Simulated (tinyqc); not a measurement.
Transfer-length model of a contact: effect of the contact resistivity.

A metal contact of length d and width W on a thin layer of the same width. The metal has no resistance, the sheet resistance under it equals Rsh, and current enters the layer at the front edge x = 0.

Transfer length Lt = sqrt(rc/Rsh); front resistance Rc = (Rsh Lt/W) coth(d/Lt); end resistance Re = (Rsh Lt/W)/sinh(d/Lt).

Values chosen for this exercise: sheet resistance of the semiconductor layer Rsh = 74 ohm/sq; contact length d = 0.04 um; contact width W = 6.5 um.

Effect of the contact resistivity:

| rc (ohm cm^2) | Lt (um) | d/Lt | Rc W (ohm um) |
|---|---|---|---|
| 6.6e-11 | 0.009444 | 4.235 | 0.6991 |
| 2e-10 | 0.01644 | 2.433 | 1.235 |
| 6e-10 | 0.02847 | 1.405 | 2.377 |
| 1.8e-9 | 0.04932 | 0.8110 | 5.446 |
| 5.5e-9 | 0.08621 | 0.4640 | 14.72 |
| 1.7e-8 | 0.1516 | 0.2639 | 43.48 |
| 5e-8 | 0.2599 | 0.1539 | 126.0 |
| 1.5e-7 | 0.4502 | 0.08884 | 376.0 |

Rc W rises from 0.699 to 376 ohm um, as rc^(0.51) between the first two rows (d/Lt = 4.2) and rc^(1.00) between the last two (d/Lt = 0.089); a long contact gives the power 1/2 and a short one 1. In 2 of the 8 rows Lt is below 20 nm, near the thickness of a real layer, where current spreads in depth and the line model fails.

Program tinyqc, `OMP_NUM_THREADS=1 python tinyqc.py 2760047 2760048 out.jsonl`; Intel Xeon 2.30GHz, shared host, one thread, about 0.01 s.
